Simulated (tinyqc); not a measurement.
Short-channel transistor, virtual-source model with series resistance: course of the iteration: current through the series resistance.

The current per gate width is the charge at the top of the source barrier (the virtual source) times its velocity times a saturation function; al and be are fitting constants of the model. Units: I in uA/um, Rs in ohm um, so I Rs = 1e-6 I Rs in volts; Q in uC/cm^2, so I = 1e-4 Q vx0 Fsat with vx0 in cm/s.

Intrinsic voltages Vg' = Vgs - I Rs, Vd' = Vds - 2 I Rs. n = n0 + nd Vd', VT = VT0 - dl Vd', Ff = 1/(1 + exp((Vg' - VT + al Vt/2)/(al Vt))), Q = Cinv n Vt ln(1 + exp((Vg' - VT + al Vt Ff)/(n Vt))), Vdsat = (vx0 L/mu)(1 - Ff) + Vt Ff, Fsat = u/(1 + u^be)^(1/be) with u = Vd'/Vdsat, and I(out) = Q vx0 Fsat per width. (Fsat takes the sign of u.) Newton step: I(new) = I + (I(out) - I)/(1 - s), s = dI(out)/dI by a central difference with +/- 0.001 uA/um.

Stop when I changes by less than 1e-7 uA/um, or after 80 iterations.

Values chosen for this exercise: temperature T = 300 K; inversion capacitance Cinv = 2.57 uF/cm^2; velocity at the virtual source vx0 = 3.67e7 cm/s; apparent mobility mu = 320 cm^2/(V s); channel length L = 16 nm; threshold at zero drain voltage VT0 = 0.45 V; drain-induced barrier lowering dl = 0.023 V/V; subthreshold factor n0 = 1.13; growth of n with drain voltage nd = 0.2 1/V; threshold shift (in units of Vt) from weak to strong inversion al = 3.5; sharpness of saturation be = 1.6; series resistance of each contact Rs = 120 ohm um; gate voltage Vgs = 1 V; drain voltage Vds = 0.05 V.

Constants: q = 1.602176634e-19 C, kB = 1.380649e-23 J/K, Vt = kB T/q. Results are converted to the units shown.

I at the start = 0 uA/um

Course of the iteration:
```
iteration	I (uA/um)	|change| (uA/um)
1	190.439	190
2	180.593	9.85
3	180.596	3.18e-3
4	180.596	2.74e-11
```

Did this iteration meet its convergence test, and what does its course show?

Yes. Converged in 4 iterations. At the end the number of correct digits about doubles with each step.

Program tinyqc, `OMP_NUM_THREADS=1 python tinyqc.py 2380130 2380131 out.jsonl`; Intel Xeon 2.30GHz, shared host, one thread, about 0.01 s.
